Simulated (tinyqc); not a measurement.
Worked calculation: MP2 on RHF in the sto-3g basis, for H6, spin multiplicity 1. One step of it, computed by the program tinyqc.

Question. Iteration 6 (converged): orbitals. Diagonalise F' = X^T F X, C = X C', fill 3 alpha and 3 beta electrons from the bottom; D = 2 C_occ C_occ^T. Each column has its largest component positive (the first on a tie).

converged F (hartree), lower triangle:
```
           1H 1s      2H 1s      3H 1s      4H 1s      5H 1s      6H 1s
1H 1s  -0.357473
2H 1s  -0.590517  -0.397378
3H 1s  -0.133669  -0.281315  -0.402585
4H 1s  -0.027743  -0.133728  -0.598432  -0.402585
5H 1s  -0.000754  -0.013870  -0.133728  -0.281315  -0.397378
6H 1s  -0.002387  -0.000754  -0.027743  -0.133669  -0.590517  -0.357473
```

X:
```
               1          2          3          4          5         6
1H 1s   0.555091  -0.826971  -0.661522  -0.393088   0.376470  0.207906
2H 1s  -0.809437   0.922225   0.486709  -0.246735   0.384408  0.273187
3H 1s   1.120487  -0.228743   0.679316   0.426364   0.091192  0.349773
4H 1s  -1.120487  -0.228743  -0.679316   0.426364  -0.091192  0.349773
5H 1s   0.809437   0.922225  -0.486709  -0.246735  -0.384408  0.273187
6H 1s  -0.555091  -0.826971   0.661522  -0.393088  -0.376470  0.207906
```

Give: F' = X^T F X; orbital energies; coefficients C; D after iteration 6.

Answer.

F' = X^T F X (hartree), lower triangle:
```
         1       2       3        4        5        6
1   1.1022
2   0.0000  0.7353
3  -0.0107  0.0000  0.4430
4   0.0000  0.0474  0.0000  -0.4718
5   0.0326  0.0000  0.0099   0.0000  -0.5874
6   0.0000  0.0100  0.0000  -0.0059   0.0000  -0.6773
```

orbital energies (hartree): MO1 -0.6776, MO2 -0.5881, MO3 -0.4734, MO4 0.4430, MO5 0.7373, MO6 1.1030

coefficients C:
```
          MO1      MO2      MO3      MO4      MO5      MO6
1H 1s  0.2024   0.3721  -0.3669  -0.6489  -0.8403   0.5727
2H 1s  0.2580   0.3952  -0.2908   0.4778   0.9137  -0.8096
3H 1s  0.3645   0.0629   0.4239   0.6977  -0.2095   1.1111
4H 1s  0.3645  -0.0629   0.4239  -0.6977  -0.2095  -1.1111
5H 1s  0.2580  -0.3952  -0.2908  -0.4778   0.9137   0.8096
6H 1s  0.2024  -0.3721  -0.3669   0.6489  -0.8403  -0.5727
```

D after iteration 6, lower triangle:
```
         1H 1s    2H 1s    3H 1s    4H 1s   5H 1s   6H 1s
1H 1s   0.6281
2H 1s   0.6119   0.6147
3H 1s  -0.1167  -0.0087   0.6331
4H 1s  -0.2102  -0.1081   0.6172   0.6331
5H 1s   0.0237  -0.0101  -0.1081  -0.0087  0.6147
6H 1s   0.0742   0.0237  -0.2102  -0.1167  0.6119  0.6281
```
